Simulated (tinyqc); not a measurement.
Inside a calculation. Method: Pariser-Parr-Pople SCF with singles CI, for the molecule Fc1cccc2ocnc12 (SMILES; centres numbered as the heavy atoms are written). One step of it, computed by the program tinyqc.

Task: Iteration 1: Fock matrix. F_rr = H_rr + P_rr gamma_rr / 2 + sum_(s != r) P_ss gamma_rs; F_rs = H_rs - P_rs gamma_rs / 2; E = tr P (H + F) / 2 + core repulsion sum_(r<s) z_r z_s gamma_rs.

P at the start:
```
            1F         2C         3C         4C         5C         6C         7O         8C
1F    1.599624   0.602711  -0.311795  -0.092548   0.285646  -0.128281  -0.038295   0.161422
2C    0.602711   1.012083   0.581905  -0.029826  -0.251883   0.052829   0.035557  -0.121452
3C   -0.311795   0.581905   1.227035   0.621880  -0.208554  -0.168070   0.168159   0.027146
4C   -0.092548  -0.029826   0.621880   1.048307   0.705693  -0.074628  -0.168117   0.115857
5C    0.285646  -0.251883  -0.208554   0.705693   1.182233   0.504906  -0.129378  -0.071124
6C   -0.128281   0.052829  -0.168070  -0.074628   0.504906   1.116290   0.576149  -0.178415
7O   -0.038295   0.035557   0.168159  -0.168117  -0.129378   0.576149   1.287118   0.624644
8C    0.161422  -0.121452   0.027146   0.115857  -0.071124  -0.178415   0.624644   1.150190
9N   -0.067087  -0.050177  -0.155939   0.108699   0.056311  -0.203217  -0.282438   0.678301
10C  -0.203309   0.460783   0.028577  -0.210720  -0.018873   0.522882  -0.199134  -0.187917

            9N        10C
1F   -0.067087  -0.203309
2C   -0.050177   0.460783
3C   -0.155939   0.028577
4C    0.108699  -0.210720
5C    0.056311  -0.018873
6C   -0.203217   0.522882
7O   -0.282438  -0.199134
8C    0.678301  -0.187917
9N    1.215239   0.571130
10C   0.571130   1.161881
```

core matrix H (eV):
```
             1F          2C          3C          4C          5C          6C          7O          8C
1F   -74.915656   -1.920000    0.000000    0.000000    0.000000    0.000000    0.000000    0.000000
2C    -1.920000  -58.870311   -2.190000    0.000000    0.000000    0.000000    0.000000    0.000000
3C     0.000000   -2.190000  -52.802809   -2.190000    0.000000    0.000000    0.000000    0.000000
4C     0.000000    0.000000   -2.190000  -50.654608   -2.190000    0.000000    0.000000    0.000000
5C     0.000000    0.000000    0.000000   -2.190000  -53.047905   -2.190000    0.000000    0.000000
6C     0.000000    0.000000    0.000000    0.000000   -2.190000  -60.169745   -2.060000    0.000000
7O     0.000000    0.000000    0.000000    0.000000    0.000000   -2.060000  -73.522907   -2.060000
8C     0.000000    0.000000    0.000000    0.000000    0.000000    0.000000   -2.060000  -53.502854
9N     0.000000    0.000000    0.000000    0.000000    0.000000    0.000000    0.000000   -2.300000
10C    0.000000   -2.190000    0.000000    0.000000    0.000000   -2.190000    0.000000    0.000000

             9N         10C
1F     0.000000    0.000000
2C     0.000000   -2.190000
3C     0.000000    0.000000
4C     0.000000    0.000000
5C     0.000000    0.000000
6C     0.000000   -2.190000
7O     0.000000    0.000000
8C    -2.300000    0.000000
9N   -58.126155   -2.300000
10C   -2.300000  -60.482838
```

repulsion gamma_rs (eV):
```
            1F         2C         3C         4C         5C         6C         7O         8C
1F   21.400000   6.300605   4.350091   3.137624   2.831562   3.137293   2.688819   2.735300
2C    6.300605  11.130000   5.344886   3.872280   3.517481   3.872017   3.219720   2.914971
3C    4.350091   5.344886  11.130000   5.345294   3.872017   3.516757   2.844247   2.429641
4C    3.137624   3.872280   5.345294  11.130000   5.345697   3.871896   3.087438   2.429751
5C    2.831562   3.517481   3.872017   5.345697  11.130000   5.344886   4.184996   2.914656
6C    3.137293   3.872017   3.516757   3.871896   5.344886  11.130000   6.309110   4.046033
7O    2.688819   3.219720   2.844247   3.087438   4.184996   6.309110  21.500000   6.307385
8C    2.735300   2.914971   2.429641   2.429751   2.914656   4.046033   6.307385  11.130000
9N    3.695785   3.802331   2.873644   2.662083   2.987774   4.120059   4.618087   5.476428
10C   4.349759   5.345697   3.871896   3.517484   3.872280   5.345294   4.574286   4.046006

            9N        10C
1F    3.695785   4.349759
2C    3.802331   5.345697
3C    2.873644   3.871896
4C    2.662083   3.517484
5C    2.987774   3.872280
6C    4.120059   5.345294
7O    4.618087   4.574286
8C    5.476428   4.046006
9N   12.300000   5.476092
10C   5.476092  11.130000
```

Centres (angstrom, eV; a flat drawing with bonds scaled to 1.40 angstrom):

| centre | x | y | core charge z | W | gamma_rr |
|---|---|---|---|---|---|
| 1F | -1.512000 | 2.186000 | 2 | 39.000000 | 21.400000 |
| 2C | -1.123000 | 0.841000 | 1 | 11.160000 | 11.130000 |
| 3C | -2.094000 | -0.168000 | 1 | 11.160000 | 11.130000 |
| 4C | -1.705000 | -1.513000 | 1 | 11.160000 | 11.130000 |
| 5C | -0.346000 | -1.849000 | 1 | 11.160000 | 11.130000 |
| 6C | 0.625000 | -0.840000 | 1 | 11.160000 | 11.130000 |
| 7O | 2.024000 | -0.886000 | 2 | 33.000000 | 21.500000 |
| 8C | 2.500000 | 0.431000 | 1 | 11.160000 | 11.130000 |
| 9N | 1.395000 | 1.291000 | 1 | 14.100000 | 12.300000 |
| 10C | 0.236000 | 0.505000 | 1 | 11.160000 | 11.130000 |

Give: F; pi energy.

Result:

F (eV):
```
          1F      2C      3C      4C      5C      6C       7O      8C
1F   -19.794  -3.819   0.678   0.145  -0.404   0.201    0.051  -0.221
2C    -3.819  -5.732  -3.745   0.058   0.443  -0.102   -0.057   0.177
3C     0.678  -3.745  -5.053  -3.852   0.404   0.296   -0.239  -0.033
4C     0.145   0.058  -3.852  -4.591  -4.076   0.144    0.260  -0.141
5C    -0.404   0.443   0.404  -4.076  -5.189  -3.539    0.271   0.104
6C     0.201  -0.102   0.296   0.144  -3.539  -6.336   -3.877   0.361
7O     0.051  -0.057  -0.239   0.260   0.271  -3.877  -15.228  -4.030
8C    -0.221   0.177  -0.033  -0.141   0.104   0.361   -4.030  -6.811
9N     0.124   0.095   0.224  -0.145  -0.084   0.419    0.652  -4.157
10C    0.442  -3.422  -0.055   0.371   0.037  -3.587    0.455   0.380

         9N     10C
1F    0.124   0.442
2C    0.095  -3.422
3C    0.224  -0.055
4C   -0.145   0.371
5C   -0.084   0.037
6C    0.419  -3.587
7O    0.652   0.455
8C   -4.157   0.380
9N   -7.839  -3.864
10C  -3.864  -5.469
```

pi energy = -200.766 eV
